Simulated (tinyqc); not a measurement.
# On-chip interconnect, size-dependent resistivity and RC delay: what changes with what

A rectangular line between two neighbours and two ground planes. Surface and grain-boundary scattering are added to the bulk resistivity as corrections; capacitances are parallel-plate values without fringing; inductance is ignored.

Values chosen for this exercise; metal values close to those of copper:

| symbol | value | unit | meaning |
|---|---|---|---|
| rho0 | 1.72 | uohm cm | bulk resistivity |
| lam | 39.3 | nm | bulk mean free path |
| ps | 0 |  | specular share of surface scattering |
| Rg | 0.29 |  | reflection coefficient of grain boundaries |
| gr | 0.7 |  | grain size over the metal width |
| wd | 88 | nm | drawn line width |
| AR | 1.6 |  | aspect ratio, height over width |
| tl | 1.9 | nm | liner on both walls and the bottom, not conducting |
| sp | 130 | nm | space to the neighbouring lines |
| hd | 200 | nm | dielectric height to the planes above and below |
| ek | 2.5 |  | relative permittivity of the dielectric |
| Mf | 2 |  | Miller factor of the neighbours |
| Lw | 15 | um | line length |
| Rd | 3900 | ohm | driver resistance |
| Cl | 0.17 | fF | load capacitance |
| rho2 | 5.25 | uohm cm | bulk resistivity of the second metal (close to tungsten) |
| lam2 | 15.8 | nm | mean free path of the second metal |
| tl2 | 0.1 | nm | liner of the second metal |

Constants: eps0 = 8.8541878128e-12 F/m. Results are converted to the units shown.

Each table varies one quantity; the others keep the values above.

## Delay against the aspect ratio

Metal width x = wd - 2 tl, height y = AR wd - tl; grain boundaries (Mayadas-Shatzkes): al = (lam/(gr x)) Rg/(1 - Rg), g = 1/[1 - 3 al/2 + 3 al^2 - 3 al^3 ln(1 + 1/al)] - 1; surfaces (Fuchs-Sondheimer, thick limit): s = (3/8) lam (1 - ps)(1/x + 1/y); rho = rho0 (1 + g + s); r = rho/(x y); c = eps0 ek (2 wd/hd + 2 Mf AR wd/sp). Elmore delay tE = Rd (c Lw + Cl) + r Lw (c Lw/2 + Cl); t50 is the time at which the far end of a ladder of 30 pi sections (half capacitances at both ends, Cl at the far end, a step applied through Rd) reaches half the step; line share r Lw/(Rd + r Lw); estimate 0.69 Rd (c Lw + Cl) + 0.38 r c Lw^2 + 0.69 r Lw Cl.

Delay against the aspect ratio:
```
AR,rho (uohm cm),r (ohm/um),c (fF/um),tE (ps),t50 (ps),estimate (ps),line share of the resistance (%)
0.8,3.058,5.302,0.06743,4.661,3.236,3.219,1.999
1.2,2.932,3.358,0.09140,6.053,4.200,4.179,1.275
1.6,2.871,2.454,0.1154,7.451,5.168,5.143,0.9352
2,2.834,1.933,0.1394,8.850,6.138,6.109,0.7380
2.4,2.809,1.594,0.1633,10.25,7.109,7.075,0.6093
2.8,2.792,1.356,0.1873,11.65,8.080,8.042,0.5189
3.2,2.779,1.180,0.2113,13.05,9.051,9.009,0.4517
3.6,2.769,1.044,0.2352,14.46,10.02,9.976,0.4000
4,2.760,0.9364,0.2592,15.86,10.99,10.94,0.3589
```

What does the comparison show?

As AR goes from 0.8 to 4, r falls from 5.30 to 0.936 ohm/um, c rises from 0.0674 to 0.259 fF/um and t50 rises from 3.24 to 11.0 ps. t50/tE lies between 0.693 and 0.694, and the estimate is within 0.53 % of t50.

## Two metals against line width

Metal width x = wd - 2 tl, height y = AR wd - tl; grain boundaries (Mayadas-Shatzkes): al = (lam/(gr x)) Rg/(1 - Rg), g = 1/[1 - 3 al/2 + 3 al^2 - 3 al^3 ln(1 + 1/al)] - 1; surfaces (Fuchs-Sondheimer, thick limit): s = (3/8) lam (1 - ps)(1/x + 1/y); rho = rho0 (1 + g + s); r = rho/(x y). The second metal has rho2, lam2 and tl2 in place of rho0, lam and tl; ps, Rg, gr and AR are shared.

Result of one run:
```
wd (nm),"rho, first (uohm cm)","rho, second (uohm cm)","r, first (ohm/um)","r, second (ohm/um)",ratio second/first
70,3.176,6.978,4.358,8.934,2.050
```

What becomes of these results when the drawn line width wd is changed from 70 to 17 nm, all else the same?

Result of the changed run:
```
wd (nm),"rho, first (uohm cm)","rho, second (uohm cm)","r, first (ohm/um)","r, second (ohm/um)",ratio second/first
17,8.715,12.28,261.0,269.7,1.033
```

The whole series:
```
wd (nm),"rho, first (uohm cm)","rho, second (uohm cm)","r, first (ohm/um)","r, second (ohm/um)",ratio second/first
6.5,33.68,23.71,1.467e4,3654,0.2490
8,22.71,20.21,4960,2040,0.4113
10,16.19,17.19,1852,1103,0.5959
13,11.63,14.43,668.7,544.7,0.8146
17,8.715,12.28,261.0,269.7,1.033
22,6.845,10.69,112.9,139.7,1.237
30,5.318,9.248,44.03,64.79,1.472
45,4.035,7.926,13.97,24.61,1.761
70,3.176,6.978,4.358,8.934,2.050
120,2.559,6.263,1.158,2.724,2.352
```

The resistivity of the first metal falls from 33.7 to 2.56 uohm cm and that of the second goes from 23.7 to 6.26 uohm cm as the line widens. The products rho0 lam, which set the size effect, are 67.6 and 83.0 uohm cm nm. The two resistances cross at wd = 16.3 nm: below it the second metal gives the lower line resistance. For widths well under the mean free path the thick-limit surface term is only a guide.

Program tinyqc, `OMP_NUM_THREADS=1 python tinyqc.py 2100097 2100098 out.jsonl`; Intel Xeon 2.30GHz, shared host, one thread, about 0.01 s.
